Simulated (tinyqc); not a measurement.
## Free and trapped electrons in a MOS channel with a dense trap tail: free and trapped charge against gate voltage

p-type body, charge-sheet picture, full ionisation (an idealisation for deep acceptors), Boltzmann statistics for free electrons. e = Ec - EF at the surface. Acceptor-like traps of density D(E) = D0 + De exp(-E/Ew) at depth E below Ec, from 0 to Eu, hold n_t = integral of D(E)/(1 + exp((e - E)/Vt)). psi = Eg - Vt ln(Nv/Na) - e; N_dep = sqrt(2 eps0 eps_r Na (psi - Vt)/q); n_f = sqrt(N_dep^2 + 2 eps0 eps_r Vt Nc exp(-e/Vt)/q) - N_dep; Vg = Vfb + psi + q (N_dep + n_t + n_f)/Cox, Cox = eps0 eox/tox.

Free share n_f/(n_f + n_t); swing ln 10 n_f/(dn_f/dVg); field-effect mobility mf q (dn_f/dVg)/Cox, for a constant mf; oxide field q (N_dep + n_t + n_f)/(eps0 eox).

Parameters, values chosen for the exercise; band and dielectric values close to those of 4H silicon carbide: temperature T = 300 K; band gap Eg = 3.31 eV; relative permittivity eps_r = 9.65; conduction-band density of states at T Nc = 1.67e19 cm^-3; valence-band density of states at T Nv = 2.47e19 cm^-3; relative permittivity of the insulator eox = 3.9; insulator thickness tox = 26 nm; acceptor density Na = 1.8e16 cm^-3; flat-band voltage without trapped charge Vfb = -2.12 V; constant background density of acceptor-like traps D0 = 1.2e10 cm^-2 eV^-1; density of the tail at the conduction edge De = 4.7e13 cm^-2 eV^-1; decay energy of the tail Ew = 0.07 eV; depth below Ec down to which the traps reach Eu = 0.8 eV; mobility of free electrons mf = 170 cm^2/(V s).

Constants: q = 1.602176634e-19 C, kB = 1.380649e-23 J/K, Vt = kB T/q, eps0 = 8.8541878128e-14 F/cm where lengths are in cm. Results are converted to the units shown.

Free and trapped charge against gate voltage:
```
Vg (V),e (eV),n_f (cm^-2),n_t (cm^-2),free share (%),swing (mV/decade),field-effect mobility (cm^2/(V s)),oxide field (MV/cm)
1.5,0.3955,7.244e5,1.945e10,0.003723,85.38,0.004006,0.3432
2.2,0.1689,4.458e9,3.778e11,1.166,460.1,4.575,0.5252
2.8,0.1148,3.502e10,7.929e11,4.230,955.0,17.32,0.7352
3.5,0.08010,1.261e11,1.249e12,9.168,1643,36.24,0.9911
4.1,0.05978,2.557e11,1.597e12,13.80,2311,52.26,1.214
4.8,0.04144,4.644e11,1.951e12,19.22,3140,69.84,1.476
5.4,0.02840,6.899e11,2.211e12,23.79,3866,84.27,1.702
6.1,0.01520,1.006e12,2.463e12,28.99,4724,100.5,1.966
6.7,0.005158,1.319e12,2.637e12,33.34,5487,113.5,2.193
```

n_f reaches 1e11 cm^-2 at Vg = 3.34 V, against 1.95 V without traps. The free share rises from 0.00372 to 33.3 % and the field-effect mobility rises from 0.00401 to 114 cm^2/(V s), although mf = 170 is constant: in the last row 66.8 % of Cox dVg goes into free electrons. The swing in the first row is 85.4 mV a decade (Vt ln 10 = 59.5). For Vg = 4.8, 5.4, 6.1, 6.7 EF lies less than 2 Vt below the band edge, or above it, where degeneracy and confinement, left out, matter.

tinyqc, about 0.02 s, one thread, Intel Xeon 2.30GHz (shared host): `OMP_NUM_THREADS=1 python tinyqc.py 2222136 2222137 out.jsonl`
